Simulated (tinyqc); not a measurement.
# Input admittance of a MOSFET at zero drain bias: distributed channel and distributed gate: two studies

Source and drain grounded, strong inversion, w = 2 pi f, Cox = eps0 eox/tox. The channel is an RC line of resistance 1/(mu Cox Vo) per square fed from both ends, so one finger has the intrinsic admittance y = i w Cox L tanh(g)/g per width, g = (1/2) sqrt(i w tau), tau = L^2/(mu Vo). The vertical resistance rv/L is in series with y, the overlaps 2 i w Cov in parallel: y_t = 1/(1/y + rv/L) + 2 i w Cov. The gate strip is a line of Rsh/L per length loaded by y_t, so a finger has Y = y_t Wf tanh(k)/k, k = (Wf/sd) sqrt(y_t Rsh/L); the device has Nf Y.

Inputs (values chosen for the exercise); values of the order met in silicon radio-frequency transistors:
```
symbol  value        unit                                                                 meaning
eox       3.9              relative permittivity of the gate insulator (close to silicon dioxide)
tox       5.8          nm                                                     insulator thickness
L        0.24          um                                                          channel length
Wf          2          um                                                            finger width
Nf         32                                                                   number of fingers
mu        280  cm^2/(V s)                                                        channel mobility
Vo       0.36           V                                                          gate overdrive
Rsh       6.1  ohm/square                                            sheet resistance of the gate
rv        1.8    ohm um^2                                  vertical resistivity of the gate stack
sd          1                                       number of ends at which a finger is contacted
Cov      0.34       fF/um                             overlap and fringe capacitance on each side
f          43         GHz                                                               frequency
```

Constants: eps0 = 8.8541878128e-14 F/cm where lengths are in cm. Results are converted to the units shown.

Each table varies one quantity; the others keep the values above.

## Input impedance against frequency

Low-frequency limits, with c = Cox L and ct = c + 2 Cov: R_strip = Rsh Wf/(3 sd^2 L Nf), R_ch = (c/ct)^2 L/(12 mu Cox Vo Wf Nf), R_vert = (c/ct)^2 rv/(L Wf Nf), C = ct Wf Nf. Z = 1/(Nf Y) = R + 1/(i w C), Q = |Im Z|/R, far-point signal |1/cosh k|.

The same in every row: low-frequency R (ohm) = 2.974.

Input impedance against frequency:
```
f (GHz)    w tau      |k|  R (ohm)  C (fF)      Q  signal at the far point
0.4      0.01436  0.02321    2.974   135.0  991.3                    1.000
1        0.03590  0.03670    2.974   135.0  396.5                    1.000
2        0.07181  0.05191    2.974   135.0  198.3                    1.000
5         0.1795  0.08207    2.974   135.0  79.32                    1.000
10        0.3590   0.1160    2.973   134.9  39.67                   0.9998
30         1.077   0.2005    2.968   134.6  13.28                   0.9986
60         2.154   0.2816    2.951   133.4  6.739                   0.9947
100        3.590   0.3580    2.910   130.8  4.181                   0.9865
300        10.77   0.5506    2.510   109.2  1.936                   0.9396
```

What does the table show?

R falls from 2.97 to 2.51 ohm and C falls from 135 to 109 fF. Q goes as f^(-1.00) between the first two rows and f^(-0.70) between the last two, where w tau = 10.8 and |k| = 0.551. The low-frequency limits hold both R and C within 5 % up to f = 100 GHz among the rows.

## Dividing a fixed width into fingers

Total width Wf Nf = 64 um; each finger also has a contact resistance Rc at each contacted end, which adds Rc/(sd Nf). The resistances are low-frequency limits, good while |k| is below about 1; the far-point signal is |1/cosh k| at f, without Rc.

The same in every row: R_ch + R_vert (ohm) = 2.444.

Results:
```
Nf   Wf (um)  R_strip (ohm)  Rc/(sd Nf) for Rc = 30 ohm (ohm)  sum (ohm)  signal at the far point
1      64.00          542.2                             30.00      574.7                 0.007020
2      32.00          135.6                             15.00      153.0                   0.1183
4      16.00          33.89                             7.500      43.83                   0.5124
8      8.000          8.472                             3.750      14.67                   0.9036
16     4.000          2.118                             1.875      6.437                   0.9858
32     2.000         0.5295                            0.9375      3.911                   0.9972
128   0.5000        0.03309                            0.2344      2.712                   0.9998
```

Estimate the missing row, Nf = 64.

Computed row:
```
Nf  Wf (um)  R_strip (ohm)  Rc/(sd Nf) for Rc = 30 ohm (ohm)  sum (ohm)  signal at the far point
64    1.000         0.1324                            0.4688      3.045                   0.9994
```

With this row back in the table: R_strip falls as 1/Nf^2, from 542 to 0.0331 ohm, the contact term as 1/Nf, and R_ch + R_vert stays at 2.44 ohm since the total width is fixed. The sum is within a factor 1.5 of that floor from Nf = 64 on. More fingers add wiring capacitance, which is left out.

tinyqc, about 0.01 s, one thread, Intel Xeon 2.30GHz (shared host): `OMP_NUM_THREADS=1 python tinyqc.py 2262091 2262092 out.jsonl`
